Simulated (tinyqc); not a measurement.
Worked calculation: RHF in the 3-21g basis, for He, spin multiplicity 1. One step of it, computed by the program tinyqc.

Task: Iteration 1: diagonalisation and new density. Diagonalise F' = X^T F X, C = X C', fill 1 alpha and 1 beta electrons from the bottom; D = 2 C_occ C_occ^T. Each column has its largest component positive (the first on a tie).

Fock matrix F (hartree), order 1He 1s, 1He 2s:
$$\begin{pmatrix}
0.171534 & -0.501871 \\
-0.501871 & -0.141364
\end{pmatrix}$$

X, order 1He 1s, 1He 2s:
$$\begin{pmatrix}
1.111407 & 0.559855 \\
-1.111407 & 0.559855
\end{pmatrix}$$

Give: F' = X^T F X; orbital energies; coefficients C; D after iteration 1.

Result:

F' = X^T F X (hartree):
$$\begin{pmatrix}
1.2771 & 0.1947 \\
0.1947 & -0.3052
\end{pmatrix}$$

orbital energies (hartree): MO1 -0.3288, MO2 1.3007

coefficients C, order 1He 1s, 1He 2s:
$$\begin{pmatrix}
0.4220 & 1.1707 \\
0.6896 & -1.0359
\end{pmatrix}$$

D after iteration 1, order 1He 1s, 1He 2s:
$$\begin{pmatrix}
0.3562 & 0.5820 \\
0.5820 & 0.9510
\end{pmatrix}$$
